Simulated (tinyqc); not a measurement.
# Random telegraph noise from one oxide trap in a small MOSFET: effect of the temperature

An acceptor-like trap exchanges electrons with the channel. Inversion charge Q = Cox u, u = n Vt W0(exp((Vg - VT)/(n Vt))), W0 the Lambert function, n = nf, Cox = eps0 eox/tox; linear regime Id = (W/L) mu Q Vd. Relative to threshold the surface potential rises by Vt ln(u/u0) and the oxide voltage by the rest of Vg - VT, with u0 = n Vt W0(1).

N = Cox u/q; dpsi = Vt ln(u/u0); E = E0 - dpsi - (xt/tox)(Vg - VT - dpsi); capture time tc = 1/[(N/zi) vth s0 exp(-xt/lt - EB/Vt)]; emission time te = tc exp(-E/Vt); occupancy te/(tc + te). A = W L; threshold step dV = q (1 - xt/tox)/(Cox A); gm/Id = 1/(u + n Vt); relative step dI/I = (gm/Id) dV + asc mu/A. fc = (1/tc + 1/te)/(2 pi); rms = (dI/I) sqrt(tc te)/(tc + te). VT, nf, vth and mu are held fixed.

Parameters, values chosen for the exercise; values of the order met in silicon transistors:
- eox = 3.9 (relative permittivity of the gate insulator (close to silicon dioxide))
- tox = 1.5 nm (insulator thickness)
- xt = 0.14 nm (depth of the trap from the channel interface)
- E0 = 0.16 eV (trap level above the channel Fermi level at threshold)
- s0 = 5e-15 cm^2 (capture prefactor)
- EB = 0.25 eV (capture barrier (lattice relaxation))
- lt = 0.15 nm (tunnelling decay length)
- vth = 1.8e7 cm/s (thermal velocity)
- zi = 1.8 nm (thickness of the inversion layer)
- VT = 0.26 V (threshold voltage)
- nf = 1.18 (body factor)
- W = 69 nm (gate width)
- L = 160 nm (gate length)
- mu = 250 cm^2/(V s) (mobility)
- asc = 1.4e-15 V s (scattering coefficient of the charged trap)
- Vd = 0.05 V (drain voltage)
- Vg = 1.02 V (gate voltage)

Constants: q = 1.602176634e-19 C, kB = 1.380649e-23 J/K, Vt = kB T/q, eps0 = 8.8541878128e-14 F/cm where lengths are in cm. Results are converted to the units shown.

Results:

| T (K) | E (eV) | tc (s) | te (s) | occupancy | dI/I (%) | fc (Hz) | rms dI/I (%) |
|---|---|---|---|---|---|---|---|
| 180 | 0.029975 | 5.1006e-6 | 7.3851e-7 | 0.12648 | 0.39733 | 2.4671e5 | 0.13207 |
| 210 | 0.022835 | 5.1574e-7 | 1.4602e-7 | 0.22065 | 0.39784 | 1.3986e6 | 0.16498 |
| 240 | 0.016072 | 9.2675e-8 | 4.2605e-8 | 0.31494 | 0.39830 | 5.4529e6 | 0.18501 |
| 300 | 0.0035034 | 8.4205e-9 | 7.3533e-9 | 0.46617 | 0.39910 | 4.0545e7 | 0.19909 |
| 330 | -0.0023658 | 3.5270e-9 | 3.8330e-9 | 0.52079 | 0.39944 | 8.6647e7 | 0.19955 |
| 360 | -0.0079912 | 1.7098e-9 | 2.2121e-9 | 0.56404 | 0.39974 | 1.6503e8 | 0.19822 |
| 390 | -0.013393 | 9.2736e-10 | 1.3814e-9 | 0.59833 | 0.40001 | 2.8684e8 | 0.19610 |

Estimate the missing row, T = 270 K.

Computed row:

| T (K) | E (eV) | tc (s) | te (s) | occupancy | dI/I (%) | fc (Hz) | rms dI/I (%) |
|---|---|---|---|---|---|---|---|
| 270 | 0.0096398 | 2.4430e-8 | 1.6143e-8 | 0.39788 | 0.39872 | 1.6374e7 | 0.19516 |

With this row back in the table: As T goes from 180 to 390, tc falls from 5.10e-6 to 9.27e-10 s, te falls from 7.39e-7 to 1.38e-9 s and dI/I rises from 0.397 to 0.400 %. Activation energies over the table: 0.248 eV for capture (EB = 0.25 eV, altered by the change of N) and 0.181 eV for emission.

Range of the model: VT is taken as given; short-channel effects and the uneven flow of current among few electrons are left out.

Numbers from tinyqc (`OMP_NUM_THREADS=1 python tinyqc.py 2710082 2710083 out.jsonl`; about 0.01 s on one thread of a shared Intel Xeon 2.30GHz).
